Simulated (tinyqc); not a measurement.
# Avrami exponent and activation energy from three anneals

Question. Isothermal crystallisation follows X = 1 - exp(-(k t)^n) with k proportional to exp(-Ec q/(kB T)). Find n, k at both temperatures and Ec.

Constants: q = 1.602176634e-19 C, kB = 1.380649e-23 J/K. Results are converted to the units shown.

X at (406 K, 460 s), (406 K, 920 s) and (426 K, 42 s): [0.37176550, 0.73146421, 0.51248495]

Solution. -ln(1 - X) = (k t)^n: the two times give n, and the two rates give Ec.

n = 1.50
k at 406 K = 0.00130 1/s
k at 426 K = 0.0191 1/s
Ec = 2.00 eV

tinyqc, about 0.01 s, one thread, Intel Xeon 2.30GHz (shared host): `OMP_NUM_THREADS=1 python tinyqc.py 2490025 2490026 out.jsonl`
